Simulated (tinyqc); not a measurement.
Keating valence-force model of a tetrahedral crystal: one step, computed by the program tinyqc. Command: `OMP_NUM_THREADS=1 python tinyqc.py 3009460 3009461 out.jsonl keating walk`. One thread of a shared host (Intel(R) Xeon(R) Processor @ 2.30GHz), about 0.02 s of CPU time with the checks.

Atom A sits at 0 and atom B at a/4 (1,1,1) of an fcc lattice; the four bonds from A are t = a/4 (1,1,1), a/4 (1,-1,-1), a/4 (-1,1,-1), a/4 (-1,-1,1), of length d = sqrt(3) a/4. Energy: E = (3 alpha/(8 d^2)) sum over bonds (r.r - d^2)^2 + (3 beta/(8 d^2)) sum over pairs of bonds at one atom (r_i.r_j + d^2/3)^2, with beta_A for the six pairs at A and beta_B for the six at B. The cell holds two atoms, Omega = a^3/4. 1 N/m = 1 J/m^2. With constants fitted to the elastic moduli this model puts optical and zone-boundary frequencies of real crystals too high, by up to about 20 % in elemental crystals and up to about 50 % in compounds, and mostly by more for TA modes; in compounds the lattice part of the static dielectric constant then comes out too low.

Task: Frequencies at the zone boundary. With displacements u exp(i q.r), each bracket changes by g.u, where g = (g_A, g_B): bond t, g = (-2 t, 2 t exp(i q.t)); pair (i, j) at A, g = (-(t_i + t_j), t_i exp(i q.t_j) + t_j exp(i q.t_i)); pair at B, g = (-t_i exp(-i q.t_j) - t_j exp(-i q.t_i), t_i + t_j). Then D_mn = sum over the 4 bonds and 12 pairs of (4 k/a^2) conj(g_m) g_n / sqrt(M_m M_n), with k = alpha or beta converted to eV/angstrom^2. Only the short-range forces enter; the Coulomb field of the charges is left out. An eigenvalue lambda of D in eV/(angstrom^2 u) gives nu = 15.6333042 THz x sqrt(lambda).

Inputs (values chosen for the exercise, modelled on indium phosphide):
```
quantity                value  unit
mass M_A               114.82     u
mass M_B                30.97     u
bond stretching alpha    44.1   N/m
bond bending beta_A      5.98   N/m
bond bending beta_B      5.98   N/m
```

Structure: zinc blende.

Constants: nu for 1 eV/(angstrom^2 u) = 15.6333042 THz; 1 eV/angstrom^2 = 16.02176634 J/m^2.

Give: Frequencies (THz) at points given in 2 pi/a.

Result:

Frequencies (THz) at points given in 2 pi/a:
```
point               nu 1   nu 2   nu 3   nu 4   nu 5   nu 6
X (1, 0, 0)        3.089  3.089  5.458  10.51  10.76  10.76
L (0.5, 0.5, 0.5)  2.213  2.213  5.175  10.47  10.97  10.97
W (1, 0.5, 0)      3.357  3.492  5.159   9.93  10.78  11.22
K (0.75, 0.75, 0)  2.866  3.671  5.198  10.03  10.82  11.14
```

At X the two longitudinal modes are split (5.46 and 10.51 THz) because each moves one sublattice alone.
